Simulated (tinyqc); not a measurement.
All-pass ring resonator: one step of the calculation.

A ring of length L = 2 pi Rr coupled to one bus waveguide: round-trip amplitude a = 10^(-al L/20), self-coupling t = sqrt(1 - k2). At detuning d from the resonance the round-trip phase is p = 2 pi d/FSR and the transmission T = (a^2 - 2 a t cos p + t^2)/(1 - 2 a t cos p + a^2 t^2). Lossless coupler, linear absorption only.

Question. Resonance parameters. FSR = lam^2/(ng L), finesse F = pi sqrt(a t)/(1 - a t), FWHM = FSR/F, Q = lam/FWHM, Tmin = (a - t)^2/(1 - a t)^2, power build-up k2 a^2/(1 - a t)^2, optical bandwidth c/(lam Q).

Values chosen for this exercise; values close to those of silicon waveguides:

| symbol | value | unit | meaning |
|---|---|---|---|
| lam | 1310 | nm | cold resonance wavelength |
| Rr | 7.5 | um | ring radius |
| ng | 4.21 |  | group index |
| al | 10 | dB/cm | propagation loss |
| k2 | 0.014 |  | power coupling |

Constants: c = 299792458 m/s. Results are converted to the units shown.

Wanted: a; t; FSR; F; FWHM; Q; Tmin; build-up; bandwidth.

Answer.

a = 0.9946
t = 0.9930
FSR = 8.650 nm
F = 251.8
FWHM = 34.35 pm
Q = 3.814e4
Tmin = -17.71 dB
build-up = 90.11
bandwidth = 6.000 GHz

The ring is overcoupled; critical coupling needs k2 = 1 - a^2 = 0.0108.

Numbers from tinyqc (`OMP_NUM_THREADS=1 python tinyqc.py 2650102 2650103 out.jsonl`; about 0.01 s on one thread of a shared Intel Xeon 2.30GHz).
